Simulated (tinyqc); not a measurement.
# Changing the wavelength

Model: surface photovoltage measurement of the minority-carrier diffusion length in a wafer. Computed by tinyqc, a small Python program. Command: `OMP_NUM_THREADS=1 python tinyqc.py 3130383 3130384 out.jsonl spv sweep`. One thread of a shared host (Intel(R) Xeon(R) Processor @ 2.30GHz), about 0.01 s of CPU time with the checks.

Low injection, steady light, a depletion layer much thinner than 1/alpha and L. The excess density dn is taken at the front edge of the neutral region; light that reaches the back is lost.

Inputs (values chosen for the exercise, modelled on p-type silicon at room temperature): diffusion length L = 150 micrometre; wafer thickness W = 300 micrometre; diffusivity D = 27.7 cm^2/s; front recombination velocity S_f = 400 cm/s; back recombination velocity S_b = 1700 cm/s; photon flux entering = 3.2e+12 1/(cm^2 s); minority density at the surface barrier scale n_0 = 2.3e+09 1/cm^3; temperature T = 298 K.

Constants: k_B = 8.617333262e-05 eV/K.

Method:
- alpha = (84.732/lambda - 76.417)^2 per cm with lambda in micrometre (an empirical fit for silicon between 0.7 and 1.05 micrometre).
- Thick wafer: dn = Phi L/((S_f + D/L)(L + 1/alpha)). Finite wafer, with s = S_b L/D, w = W/L, a = alpha L: dn = [Phi a/(a^2 - 1)] [a - B - exp(-alpha W)(a - s)/(cosh w + s sinh w)]/(S_f + B D/L), B = (sinh w + s cosh w)/(cosh w + s sinh w).
- Photovoltage V = (k_B T/e) ln(1 + dn/n_0). Lifetime = L^2/D.

One run for each value:
```
wavelength (nm)  dn, finite wafer (1/cm^3)  penetration depth 1/alpha (micrometre)  dn, thick wafer (1/cm^3)
780                             1.3402e+09                                    9.64                1.3384e+09
811                             1.3150e+09                                   12.70                1.3132e+09
842                             1.2808e+09                                   17.05                1.2789e+09
874                             1.2317e+09                                   23.73                1.2298e+09
905                             1.1646e+09                                   33.76                1.1626e+09
936                             1.0687e+09                                   50.24                1.0670e+09
968                             9.2447e+08                                   80.93                9.2518e+08
999                             7.2293e+08                                  141.73                7.3236e+08
1030                            4.6150e+08                                  292.50                4.8283e+08
```

Describe the trends.

Over the rows, dn, finite wafer (1/cm^3) falls from 1.34e9 to 4.61e8 (exponent d ln y / d ln x -0.49 between the first rows and -15 between the last); penetration depth 1/alpha (micrometre) rises from 9.64 to 292 (exponent d ln y / d ln x 7.1 between the first rows and 24 between the last); dn, thick wafer (1/cm^3) falls from 1.34e9 to 4.83e8 (exponent d ln y / d ln x -0.49 between the first rows and -14 between the last).
